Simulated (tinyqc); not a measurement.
Inside a calculation. Model: polycrystalline film, grain-boundary barriers (Seto model).

Numbers from tinyqc (`OMP_NUM_THREADS=1 python tinyqc.py 2610129 2610130 out.jsonl`; about 0.01 s on one thread of a shared Intel Xeon 2.30GHz). Printed values are rounded.

One-dimensional grains of size Lg with donors N; each boundary has Qt acceptor-like traps per area at one level Et below the band edge. Trapped electrons qt deplete a width w = qt/N (both sides together) and raise a barrier Vb = q N w^2/(8 eps0 eps_r). Current crosses the barriers by thermionic emission at small bias. Abrupt depletion, full ionisation, Boltzmann statistics.

Parameters, values chosen for the exercise; values close to those of polycrystalline silicon:
```
symbol,value,unit,meaning
T,250,K,temperature
eps_r,11.7,,relative permittivity of the semiconductor
Lg,30,nm,grain size
Qt,1.4e12,cm^-2,trap density at a boundary
N,6.5e17,cm^-3,donor density
mg,270,cm^2/(V s),mobility inside a grain
vc,3.4e6,cm/s,collection velocity at the barrier
Nc,2.13e19,cm^-3,conduction-band density of states at T
Et,0.43,eV,trap level below the band edge
```

Constants: q = 1.602176634e-19 C, kB = 1.380649e-23 J/K, Vt = kB T/q, eps0 = 8.8541878128e-14 F/cm where lengths are in cm. Results are converted to the units shown.

## Critical doping and limits of the barrier

N* = Qt/Lg; fully depleted grains have Vb = q N Lg^2/(8 eps0 eps_r), filled traps Vb = q Qt^2/(8 eps0 eps_r N); the true barrier cannot exceed the smaller.

N* = 4.66667e17 cm^-3
Vb, fully depleted = 0.113095 V
Vb, traps filled = 0.0582946 V

## Iteration 1: trapped charge

qt at the start = 1.3e12 cm^-2

w = qt/N, Vb = q N w^2/(8 eps0 eps_r), out = Qt/(1 + 2 (Nc/N) exp((Vb - Et)/Vt)); qt(new) = out.

w = 20 nm
Vb = 0.0502642 V
out = 1.40000e12 cm^-2
qt after iteration 1 = 1.40000e12 cm^-2

## Iteration 2: trapped charge

As before.

w = 21.5384 nm
Vb = 0.0582945 V
out = 1.40000e12 cm^-2
qt after iteration 2 = 1.40000e12 cm^-2

## Course of the iteration: trapped charge

Stop when qt changes by less than 10000 cm^-2, or after 60 iterations.

Course of the iteration:
```
iteration  qt (cm^-2)  |change| (cm^-2)
1          1.40000e12           1.00e11
2          1.40000e12            9.17e5
3          1.40000e12              10.4
```

Converged in 3 iterations. The change falls from 1.0e11 in the first iteration to below the tolerance in the last.

## Barrier, resistivity and effective mobility

Partly depleted grains: the density at the grain centre is n0 = N and qt = Qt/(1 + 2 (Nc/N) exp((Vb - Et)/Vt)). If that gives qt >= N Lg, the grains are fully depleted: qt = N Lg, w = Lg and n0 = 2 Nc exp((Vb - Et)/Vt)/(Qt/(N Lg) - 1). Resistivity: barriers rb = Vt exp(Vb/Vt)/(q n0 vc Lg), grain interior rg = (1 - w/Lg)/(q mg N); effective mobility 1/(q N (rb + rg)).

qt = 1.40000e12 cm^-2
w = 21.5384 nm
Vb = 0.0582944 V
n0 = 6.5e17 cm^-3
rb = 0.303565 ohm cm
rg = 0.0100310 ohm cm
effective mobility = 30.6200 cm^2/(V s)

The grains are partly depleted, 100 % of the traps are filled and the barriers give 96.8 % of the resistivity.
